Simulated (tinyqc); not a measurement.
Trap density from two Hall measurements.

Question. p-type body, charge-sheet picture, full ionisation (an idealisation for deep acceptors), Boltzmann statistics for free electrons. e = Ec - EF at the surface. psi = Eg - Vt ln(Nv/Na) - e; N_dep = sqrt(2 eps0 eps_r Na (psi - Vt)/q); n_f = sqrt(N_dep^2 + 2 eps0 eps_r Vt Nc exp(-e/Vt)/q) - N_dep; Vg = Vfb + psi + q (N_dep + n_t + n_f)/Cox, Cox = eps0 eox/tox. Find e and n_t at both points and the mean trap density between them.

Parameters, values chosen for the exercise; band and dielectric values close to those of 4H silicon carbide:
- T = 250 K (temperature)
- Eg = 3.31 eV (band gap)
- eps_r = 9.72 (relative permittivity)
- Nc = 1.31e19 cm^-3 (conduction-band density of states at T)
- Nv = 1.88e19 cm^-3 (valence-band density of states at T)
- eox = 3.9 (relative permittivity of the insulator)
- tox = 41 nm (insulator thickness)
- Na = 4.4e16 cm^-3 (acceptor density)
- Vfb = -2.42 V (flat-band voltage without trapped charge)

Constants: q = 1.602176634e-19 C, kB = 1.380649e-23 J/K, Vt = kB T/q, eps0 = 8.8541878128e-14 F/cm where lengths are in cm. Results are converted to the units shown.

Vg (V): [3.6966625, 4.5833393]
free sheet density from the Hall effect (cm^-2): [4.1878321e9, 1.6638799e11]

Solution. Each n_f fixes e; what the gate voltage holds beyond psi, N_dep and n_f is trapped; the difference quotient is the density, smeared over a few Vt.

e (eV): [0.1230, 0.04200]
n_t (cm^-2): [4.067e11, 6.522e11]
mean trap density = 3.030e12 cm^-2 eV^-1

Numbers from tinyqc (`OMP_NUM_THREADS=1 python tinyqc.py 2222052 2222053 out.jsonl`; about 0.02 s on one thread of a shared Intel Xeon 2.30GHz).
